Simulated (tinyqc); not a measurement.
Inside a calculation. Model: charge-trap memory cell.

tinyqc, about 0.06 s, one thread, Intel Xeon 2.30GHz (shared host): `OMP_NUM_THREADS=1 python tinyqc.py 2130138 2130139 out.jsonl` Printed values are rounded.

Channel, tunnel oxide, storage layer, blocking layer, gate. N electrons per area sit in a sheet at the centroid and shift the threshold by U = (q/eps0) N (tb/eb + xc tn/en). EOT = t1 + 3.9 (tn/en + tb/eb); tunnel field F = (Vg - U)/EOT; dN/dt = eta (J/q)(1 - N/Nm). Fowler-Nordheim: J = A F^2 exp(-B/F), A = q^2/(16 pi^2 hbar mo phi) (times 1e14 for A/cm^2 with F in V/nm, emitter mass m0), B = (4/3) sqrt(mo/C) phi^1.5, C = hbar^2/(2 m0).

Parameters, values chosen for the exercise; oxide values close to those of silicon dioxide, storage layer close to silicon nitride, blocking layer close to silicon dioxide:
- phi = 3.08 eV (tunnel barrier)
- mo = 0.47 m0 (tunnelling mass)
- t1 = 5.3 nm (tunnel oxide (permittivity 3.9))
- tn = 4.9 nm (storage layer)
- en = 7.4 (its relative permittivity)
- tb = 5.6 nm (blocking layer)
- eb = 3.9 (its relative permittivity)
- xc = 0.38 (charge centroid, share of tn counted from the blocking side)
- eta = 0.63 (capture efficiency of an empty layer)
- Nm = 9.8e12 cm^-2 (trap density)
- T = 398 K (storage temperature)
- E1 = 0.79 eV (shallowest trap depth)
- E2 = 1.79 eV (deepest trap depth)
- nu = 1e12 1/s (attempt frequency)
- Vg = 14.5 V (gate voltage less flat band and surface potential)
- d0 = 6.7e-6 s (first time step)
- gr = 2 (growth of the step)
- n = 10 (steps)

Constants: q = 1.602176634e-19 C, kB = 1.380649e-23 J/K, hbar = 1.054571817e-34 J s, m0 = 9.1093837015e-31 kg, Vt = kB T/q, eps0 = 8.8541878128e-14 F/cm where lengths are in cm, hbar^2/(2 m0) = 0.0380998212 eV nm^2. Results are converted to the units shown.

Range of the model: The Fowler-Nordheim form needs F t1 above phi; trap-assisted paths and leakage through the blocking layer are left out.

## Constants of the stack

EOT, the shift for 1e12 electrons per cm^2, the shift with all traps full, and the starting field, current and rate.

EOT = 13.48243 nm
shift for 1e12 cm^-2 = 0.3053587 V
shift with all traps full = 2.992516 V
F(0) = 1.075474 V/nm
J(0) = 0.007386748 A/cm^2
dN/dt at the start = 2.904581e16 cm^-2 s^-1

## Midpoint steps of growing length

N(half) = N + (d/2) r(N), N(new) = N + d r(N(half)), r = dN/dt; the step starts at d0 and is multiplied by gr each time. Field in the blocking layer (3.9 F + q N/eps0)/eb.

```
step        t (s)    N (cm^-2)     U (V)  F (V/nm)  blocking field (V/nm)
0               0            0  0.000000  1.075474               1.075474
1          6.7e-6  1.828326e11  0.055830  1.071333               1.079816
2         2.01e-5  4.921517e11  0.150283  1.064327               1.087162
3         4.69e-5  9.615230e11  0.293609  1.053696               1.098309
4       0.0001005  1.586692e12  0.484510  1.039537               1.113156
5       0.0002077  2.324364e12  0.709765  1.022830               1.130675
6       0.0004221  3.121146e12  0.953069  1.004784               1.149598
7       0.0008509  3.935449e12  1.201724  0.986341               1.168937
8     0.001708500  4.740246e12  1.447475  0.968113               1.188050
9     0.003423700  5.518434e12  1.685102  0.950489               1.206532
10    0.006854100  6.258231e12  1.911005  0.933733               1.224101
```

A converged integration gives U = 2.016 V at the last time; the steps are 5.2 % below that. The tunnel field falls by 13.2 % while the blocking field rises by 13.8 %.

## Retention after ten years

Retention: filled traps are spread evenly in depth from E1 to E2, and each empties at the rate nu exp(-E/kB T). The share left is the mean of exp(-nu t exp(-E/kB T)) = [kB T/(E2 - E1)] [E1x(nu t exp(-E2/kB T)) - E1x(nu t exp(-E1/kB T))], E1x the exponential integral; traps shallower than about Ed = kB T ln(nu t) are empty. t = 3.15576e8 s.

Ed = 1.618850 eV
share left = 0.1515865
loss a decade while Ed lies between E1 and E2, kB T ln 10/(E2 - E1) = 0.07897173

The sharp-edge estimate (E2 - Ed)/(E2 - E1) is 0.171; the true edge lies 0.577 kB T deeper.
